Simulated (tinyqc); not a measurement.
Worked calculation: UHF in the 6-31g basis, for H3-, spin multiplicity 1. The basis has no diffuse functions, so it cannot describe the extra electron: this is an exercise in the method, not the real anion. One step of it, computed by the program tinyqc.

Question. Iteration 4: DIIS coefficients. Solve [B -1; -1 0][c; lambda] = [0; -1] for the coefficients, which sum to one.

B (overlaps of the stored error matrices):
```
,1,2
1,1.1122817e-03,7.3903612e-04
2,7.3903612e-04,5.3468125e-04
```

Give: DIIS coefficients.

Answer.

DIIS coefficients: -1.2100  2.2100
